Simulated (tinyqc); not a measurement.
Disorder broadening of a semi-elliptic band in the self-consistent Born approximation: two steps of the calculation.

The local Green function is G = g0(z - Sigma) with z = E + i eta and g0(z) = (z - sqrt(z - 2t) sqrt(z + 2t))/(2 t^2), principal roots; the self-energy is Sigma = D G. The density of states is -Im G/pi.

Inputs (values chosen for the exercise): hopping t = 1.4 eV; variance of the random site energy D = 0.15 eV^2; bare broadening eta = 0.014 eV; energy from the band centre E = -0.457 eV; mixing mix = 0.5.

Constants: q = 1.602176634e-19 C, hbar = 1.054571817e-34 J s. Results are converted to the units shown.

Problem 1. Born step. G = g0(z - Sigma), Sigma(out) = D G, Sigma(new) = Sigma + mix (Sigma(out) - Sigma).

Sigma after iteration 2 = -0.012720262-0.077915073i eV

Give: G; Sigma(out); Sigma after iteration 3.

Solution 1.

G = -0.1096-0.6822i 1/eV
Sigma(out) = -0.0164-0.1023i eV
Sigma after iteration 3 = -0.01458-0.09012i eV

Problem 2. Density of states and lifetime. G = Sigma/D, density of states -Im G/pi, lifetime hbar/(2 |Im Sigma|); without disorder the density of states is -Im g0(z)/pi. Closed form: G = (z - sqrt(z^2 - 4 (t^2 + D)))/(2 (t^2 + D)) with the root that gives Im G < 0; for eta -> 0 a semi-ellipse of half-width 2 sqrt(t^2 + D).

converged Sigma = -0.01616481-0.10148223i eV

Find: density of states; lifetime; density of states without disorder.

Solution 2.

density of states = 0.2154 1/eV
lifetime = 3.243 fs
density of states without disorder = 0.2232 1/eV

Disorder makes the density of states at this energy 3.5 % below the clean value.

Range of the model: The self-consistent Born approximation misses band tails from rare fluctuations and localisation.

Program tinyqc, `OMP_NUM_THREADS=1 python tinyqc.py 2720104 2720105 out.jsonl`; Intel Xeon 2.30GHz, shared host, one thread, about 0.01 s.
